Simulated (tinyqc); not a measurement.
Inside a calculation: carrier statistics of a doped semiconductor with parabolic bands. Values are carried at full precision from step to step, so a last printed digit may differ when a step is redone from the rounded ones.

Constants: kB = 8.617333262e-05 eV/K; hbar^2/2m0 = 3.80998211 eV angstrom^2.

Inputs chosen for the exercise (near those of GaN; shifted at random, so the results belong to these values and not to a real crystal): Eg0 = 3.515 eV (gap at 0 K); al = 0.000911 eV/K (Varshni alpha); be = 832 K (Varshni beta); T = 200 K; ml = 0.2 m0 (longitudinal electron mass); mt = 0.2 m0 (transverse electron mass); Mv = 1 (equivalent valleys); mhh = 1.4 m0 (heavy-hole mass); mlh = 0.301 m0 (light-hole mass); ND = 1.1e+12 1/cm^3 (donors); NA = 1.5e+17 1/cm^3 (acceptors); ED = 0.0221 eV (donor level below Ec); EA = 0.18 eV (acceptor level above Ev).

## Gap and thermal energy

Eg(T) = Eg0 - al T^2/(T + be) (Varshni).

Eg = 3.47969 eV
kT = 0.017235 eV

The gap has shrunk by 35.3 meV from 0 K and is 201.9 kT wide.

## Effective densities of states

m_de = Mv^(2/3) (ml mt^2)^(1/3); m_dh = (mhh^(3/2) + mlh^(3/2))^(2/3); N = 2 (m kB T/(4 pi c))^(3/2) with c = hbar^2/2m0, in 1/angstrom^3; times 1e24 for 1/cm^3.

m_de = 0.2000 m0
m_dh = 1.4916 m0
Nc = 1.2217e+18 1/cm^3
Nv = 2.4883e+19 1/cm^3

The light holes supply 9.1 % of Nv, and Nc/Nv = 0.0491.

## Intrinsic density and level

With Boltzmann statistics ni = sqrt(Nc Nv) exp(-Eg/2kT) and Ei = Eg/2 + (kT/2) ln(Nv/Nc), counted from Ev.

ni = 7.93e-26 1/cm^3
Ei = 1.7658 eV

Ei lies 26.0 meV above midgap, towards the band with the smaller density of states.

## Neutrality by bisection

Energies are counted from Ev, so Ec = Eg. n = Nc F_1/2((EF - Eg)/kT), p = Nv F_1/2(-EF/kT), ND+ = ND/(1 + 2 exp((EF - Eg + ED)/kT)), NA- = NA/(1 + 4 exp((EA - EF)/kT)); neutrality asks p + ND+ = n + NA-. F_j(eta) = (1/Gamma(j + 1)) integral_0^infinity x^j dx/(1 + exp(x - eta)), which tends to exp(eta) for eta << 0.

Start from the bracket [-0.2 eV, Eg + 0.2 eV]; at the midpoint EF take the sign of p + ND+ - n - NA-; where it is positive EF must rise. Fourteen steps are shown.

Bisection (eV, 1/cm^3):
```
step       low     high       EF         n         p       ND+       NA-  sign
1     -0.20000  3.67969  1.73984  1.76e-26  3.58e-25  1.10e+12  1.50e+17     -
2     -0.20000  1.73984  0.76992  6.37e-51     0.988  1.10e+12  1.50e+17     -
3     -0.20000  0.76992  0.28496  3.83e-63  1.64e+12  1.10e+12  1.49e+17     -
4     -0.20000  0.28496  0.04248  2.97e-69  2.05e+18  1.10e+12  1.28e+13     +
5      0.04248  0.28496  0.16372  3.37e-66  1.86e+15  1.10e+12  1.33e+16     -
6      0.04248  0.16372  0.10310  1.00e-67  6.27e+16  1.10e+12  4.32e+14     +
7      0.10310  0.16372  0.13341  5.81e-67  1.08e+16  1.10e+12  2.47e+15     +
8      0.13341  0.16372  0.14857  1.40e-66  4.49e+15  1.10e+12  5.82e+15     -
9      0.13341  0.14857  0.14099  9.02e-67  6.97e+15  1.10e+12  3.80e+15     +
10     0.14099  0.14857  0.14478  1.12e-66  5.59e+15  1.10e+12  4.71e+15     +
11     0.14478  0.14857  0.14667  1.25e-66  5.01e+15  1.10e+12  5.23e+15     -
12     0.14478  0.14667  0.14572  1.19e-66  5.29e+15  1.10e+12  4.96e+15     +
13     0.14572  0.14667  0.14620  1.22e-66  5.15e+15  1.10e+12  5.10e+15     +
14     0.14620  0.14667  0.14643  1.24e-66  5.08e+15  1.10e+12  5.16e+15     -
```

Each step halves the bracket, which is 0.474 meV wide at the last row.

## The neutral state

Solve the neutrality condition for EF to convergence.

EF = 0.1463 eV
n = 1.23e-66 1/cm^3
p = 5.12e+15 1/cm^3
ND+ = 1.10e+12 1/cm^3
NA- = 5.12e+15 1/cm^3

The material is p-type; 3.4 % of the acceptors are ionised. EF lies 8.49 kT inside the gap from the valence edge, so Boltzmann statistics would serve; n p/(Nc Nv exp(-Eg/kT)) = 1.000.

## Checks

- F_1/2(1) by the trapezoid rule against adaptive quadrature: both 1.575641.
- Positive against negative charge at the solution (1/cm^3): both 5.12329e+15.

(tinyqc, `OMP_NUM_THREADS=1 python tinyqc.py 1652752 1652753 out.jsonl`, Intel(R) Xeon(R) Processor @ 2.30GHz, 1 thread, shared host, about 0.01 s.)
